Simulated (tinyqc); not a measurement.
Tight binding, honeycomb lattice, step by step. One step of it, computed by the program tinyqc.

Question. Levels at k. Diagonalise the Hermitian matrix.

H(k) at k (eV):
```
                     A                    B
A             3.128579  -1.753544-1.304418i
B  -1.753544+1.304418i            -2.772629
```

Give: eigenvalues; weights |c|^2 of the basis functions.

Answer.

eigenvalues (eV): -3.4939  3.8498

weights |c|^2 of the basis functions:
```
   band 1  band 2
A  0.0982  0.9018
B  0.9018  0.0982
```
